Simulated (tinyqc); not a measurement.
Worked calculation: velocity overshoot from momentum and energy balance equations after a field step. Computed by tinyqc, a small Python program that keeps every step. Command: `OMP_NUM_THREADS=1 python tinyqc.py 3020959 3020960 out.jsonl overshoot walk`. One thread of a shared host (Intel(R) Xeon(R) Processor @ 2.30GHz), about 0.02 s of CPU time with the checks. Intermediate numbers are printed to about 7 digits and carried at full precision; extremes and crossings named in words are read from the listed rows.

At t = 0 the field jumps from 0 to F in a uniform sample. v is the drift velocity and u = w - (3/2) k_B T the excess energy per carrier.

Inputs (values chosen for the exercise, modelled on electrons in silicon except for tau_E): effective mass m = 0.27 m_0; low-field mobility mu_0 = 1400 cm^2/(V s); saturation velocity v_s = 1 1e7 cm/s; energy relaxation time tau_E = 0.3 ps; field after the step F = 14 kV/cm; lattice temperature T = 300 K; time step dt = 9.6 fs.

Scheme: implicit in the damping.

Constants: m_0 = 9.1093837015e-31 kg; e = 1.602176634e-19 C; k_B = 8.617333262e-05 eV/K.

## Constants and steady state

dv/dt = e F/m - v/tau_m(u), du/dt = e F v - u/tau_E, tau_m(u) = tau_0/(1 + c u), tau_0 = m mu_0/e, c = mu_0/(e tau_E v_s^2); this choice gives the steady state v (1 + mu_0 F v/v_s^2) = mu_0 F, which saturates at v_s. Steady velocity v = 2 mu_0 F/(1 + sqrt(1 + 4 (mu_0 F/v_s)^2)); u = e F v tau_E; carrier temperature T + 2u/(3 k_B), neglecting the drift energy m v^2/2.

tau_0 = 214.9168 fs

c = 46.66667 1/eV

acceleration e F/m = 0.009119807 1e7 cm/s per fs

steady velocity = 0.7769237 1e7 cm/s

steady excess energy = 0.03263079 eV

steady carrier temperature = 552.4431 K

tau_E/tau_0 = 1.40, and in the steady state tau_m has shrunk to 85.2 fs.

## First four steps

dv/dt = e F/m - v/tau_m(u), du/dt = e F v - u/tau_E, tau_m(u) = tau_0/(1 + c u), tau_0 = m mu_0/e, c = mu_0/(e tau_E v_s^2); this choice gives the steady state v (1 + mu_0 F v/v_s^2) = mu_0 F, which saturates at v_s. Step: v_new = (v + dt e F/m)/(1 + dt/tau_m(u)), u_new = (u + dt e F v_new)/(1 + dt/tau_E). Start v = u = 0; the distance adds dt (v + v_new)/2.

Steps:
```
step  t (fs)  v (1e7 cm/s)       u (eV)  tau_m (fs)
1        9.6     0.0838066  0.000109144    213.8277
2       19.2     0.1639941  0.000319333    211.7611
3       28.8     0.2406353  0.000622817    208.8467
4       38.4     0.3137628  0.001012126    205.2236
```

## The whole transient

Run to 8 times the larger of tau_E and tau_0, but at most 20001 steps, and stop early if |v| > 1000 v_s or u < -1/(2c); the run is accepted if the last v is within 0.5 % of the steady value.

Selected steps, the peak among them:
```
step  t (fs)  v (1e7 cm/s)      u (eV)  distance (nm)
1        9.6      0.083807  0.00010914   4.022719e-02
2       19.2      0.163994  0.00031933   1.591716e-01
3       28.8      0.240635  0.00062282   3.533937e-01
5       48.0      0.383379  0.00148003   9.541329e-01
8       76.8      0.570917  0.00328581   2.335193e+00
12     115.2      0.769999  0.00638634   4.927434e+00
19     182.4      0.979623  0.01266200   1.089933e+01
27     259.2      1.042791  0.01946382   1.875989e+01
29     278.4      1.038918  0.02094288   2.075901e+01
45     432.0      0.918098  0.02885820   3.587102e+01
70     672.0      0.800872  0.03228964   5.618731e+01
107   1027.2      0.777192  0.03265851   8.402355e+01
164   1574.4      0.776883  0.03263193   1.265312e+02
251   2409.6      0.776924  0.03263079   1.914193e+02
```

peak velocity = 1.042791 1e7 cm/s

time of the peak = 259.2 fs

distance at the peak = 18.75989 nm

last relative deviation from the steady velocity = 3.921209e-08

peak over steady velocity = 1.342205

The velocity overshoots to 1.34 times its steady value: momentum follows the field within tau_m while the energy, and with it the scattering rate, builds up over tau_E. A channel shorter than a few times 19 nm would see this.

## Error of the time step

The peak velocity is recomputed with dt/2 and dt/4 and by an adaptive Runge-Kutta method (tolerance 1e-9).

Peak velocity:
```
step      v_peak (1e7 cm/s)   error (%)
dt                 1.042791  -0.2322297
dt/2               1.043946  -0.1216936
dt/4               1.044566  -0.0624243
adaptive           1.045218   0.0000000
```

The implicit scheme puts the peak 0.23 % too low; halving dt divides the error by 1.91, as a first-order method should.

Checks made by the program: peak at dt/4 against the adaptive solution (relative difference 6e-04).
